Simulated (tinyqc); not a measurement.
The coupled modes against doping: free-carrier optics of a doped semiconductor (Drude model with one polar phonon).

eps(E) = ei [1 - Ep^2/(E^2 + i E Gam)] + (es - ei) wT^2/(wT^2 - E^2 - i E gT), with Ep^2 = 8 pi c (e^2/(4 pi eps0)) N/(m ei), c = hbar^2/2m0, N in 1/angstrom^3 (1e-24 per 1/cm^3); Gam = hbar/tau, tau = mu m m0/e with m0/e = 5.685630e-12 kg/C and mu in m^2/(V s). Energies in meV.

Constants: hbar^2/2m0 = 3.80998211 eV angstrom^2; e^2/(4 pi eps0) = 14.39964547 eV angstrom.

Values chosen for the exercise (mass and dielectric values near those of InP; N and mu are free inputs; interband absorption and the rise of the mass with filling are left out; the results hold for these values, not for the real material):
- m = 0.081 m0 (conductivity mass)
- ei = 9.57 (high-frequency dielectric constant)
- wT = 38.1 meV (TO phonon)
- es = 12.63 (static dielectric constant)

L-, L+ solve E^4 - (wL^2 + Ep^2) E^2 + Ep^2 wT^2 = 0, wL = wT sqrt(es/ei); damping left out; energies in meV.

Modes:
```
N (1/cm^3)      Ep     L-      L+  Ep sqrt(ei/es)
3.0e+16       7.30   6.34   43.92            6.36
1.0e+17      13.34  11.47   44.29           11.61
3.0e+17      23.10  19.32   45.57           20.11
6.0e+17      32.67  25.88   48.10           28.44
1.0e+18      42.18  30.59   52.52           36.71
2.0e+18      59.64  34.81   65.28           51.92
4.0e+18      84.35  36.65   87.68           73.42
1.0e+19     133.37  37.57  135.25          116.09
3.0e+19     231.00  37.93  232.03          201.08
```

wL = 43.77 meV

At low density L- follows Ep sqrt(ei/es) (6.34 against 6.36), a plasmon screened by the lattice, and L+ starts at wL. At the highest density L- has come within 0.17 meV of wT, since the carriers screen the field that lifts wL, and L+ is within 1.03 meV of Ep. The branches are closest, 21.93 meV, at 1e+18 1/cm^3 of those listed. The mass is held fixed, while in a real band it rises with filling.

(tinyqc, `OMP_NUM_THREADS=1 python tinyqc.py 1652658 1652659 out.jsonl`, Intel(R) Xeon(R) Processor @ 2.30GHz, 1 thread, shared host, about 0.01 s.)
